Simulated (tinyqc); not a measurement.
# Changing the temperature T

Model: Landau-Devonshire theory of a uniaxial ferroelectric. Computed by tinyqc, a small Python program. Command: `OMP_NUM_THREADS=1 python tinyqc.py 3023485 3023486 out.jsonl ferro sweep`. One thread of a shared host (Intel(R) Xeon(R) Processor @ 2.30GHz), about 0.02 s of CPU time with the checks.

G(P) = (alpha/2) P^2 + (beta*/4) P^4 + (gamma/6) P^6 - E P per volume, SI units, one domain, P along the polar axis, which is normal to the film.

Inputs (values chosen for the exercise, modelled on lead titanate):
```
quantity                          value         unit
alpha_0                          761000  J m/(C^2 K)
Curie-Weiss temperature T0          752            K
beta                             -3e+08    J m^5/C^4
gamma                          1.51e+09    J m^9/C^6
misfit strain u_m               -0.0034            -
electrostriction Q12             -0.026      m^4/C^2
compliance s11 + s12            5.5e-12        m^2/N
film thickness d                     15           nm
screening length lambda           0.041           nm
background permittivity eps_b        20            -
gradient coefficient g          1.4e-11    J m^3/C^2
```

Sample: epitaxial film.

Constants: eps_0 = 8.8541878128e-12 F/m.

Method:
- alpha = alpha_0 (T - T0*), with clamping: T0* = T0 + 4 Q12 u_m/(alpha_0 (s11 + s12)), beta* = beta + 4 Q12^2/(s11 + s12).
- Ps^2 = [-beta* + sqrt(beta*^2 - 4 alpha gamma)]/(2 gamma).
- chi = 1/(eps_0 G''), G'' = alpha + 3 beta* P^2 + 5 gamma P^4 at Ps. Ps, chi and the coercive field are for perfect screening, without a depolarising field. The intrinsic coercive field is |alpha P + beta* P^3 + gamma P^5| at the P_c where G'' = 0. 1 C/m^2 = 100 microcoulomb/cm^2.
- With the term (g/2) (dP/dx)^2, (g/2) P'^2 = G(P) - G(Ps) across the wall: energy = int_(-Ps)^(Ps) sqrt(2 g [G(P) - G(Ps)]) dP (40 Gauss-Legendre points); width = 2 Ps over the slope at P = 0, sqrt(2 |G(Ps)|/g). Elastic coupling inside the wall is left out.
- Between shorted electrodes with screening length lambda each, the depolarising field is -k P, k = 2 lambda/(eps_0 (d + 2 lambda eps_b)), so alpha turns into alpha + k.
- The polar state is the lowest uniform state while alpha + k < 0 (beta* > 0) or < 3 beta*^2/(16 gamma) (beta* < 0); setting the equality gives the critical thickness d_c.

One run for each value; columns: (1) temperature T (K); (2) spontaneous polarisation Ps (microcoulomb/cm^2); (3) susceptibility chi; (4) intrinsic coercive field (MV/m); (5) wall energy (mJ/m^2); (6) critical thickness d_c (nm):
```
(1)     (2)     (3)     (4)     (5)     (6)
301  67.816   77.69  138.10  38.243   21.09
350  66.011   85.96  121.76  34.482   23.38
399  64.060   96.17  105.90  30.739   26.18
449  61.886  109.36   90.24  26.941   29.77
498  59.532  126.26   75.47  23.242   34.31
547  56.898  149.17   61.33  19.573   40.40
597  53.824  182.77   47.64  15.867   49.18
646  50.280  233.86   35.06  12.285   62.25
695  45.936  322.87   23.47   8.772   84.38
744  40.195  514.32   13.14   5.367  129.95
```

Over the rows, spontaneous polarisation Ps (microcoulomb/cm^2) falls from 67.8 to 40.2 (exponent d ln y / d ln x -0.18 between the first rows and -2.0 between the last); susceptibility chi rises from 77.7 to 514 (exponent d ln y / d ln x 0.67 between the first rows and 6.8 between the last); intrinsic coercive field (MV/m) falls from 138 to 13.1 (exponent d ln y / d ln x -0.83 between the first rows and -8.5 between the last). Ps^2 falls from 4600 to 1620 and 1/chi from 0.0129 to 0.00194: the well gets shallower as alpha shrinks in size, so the crystal softens to the field and thin films lose P sooner.

Caution (rows 301, 350, 399): far below T0* the expansion with linear alpha(T) is only a fit. Caution (rows 301, 350, 399, 449, 498, 547, 597, 646): a wall under 0.8 nm, some two lattice spacings, wide is outside the continuum picture.

Extremes, crossings and ranges named in words are read from the listed rows.
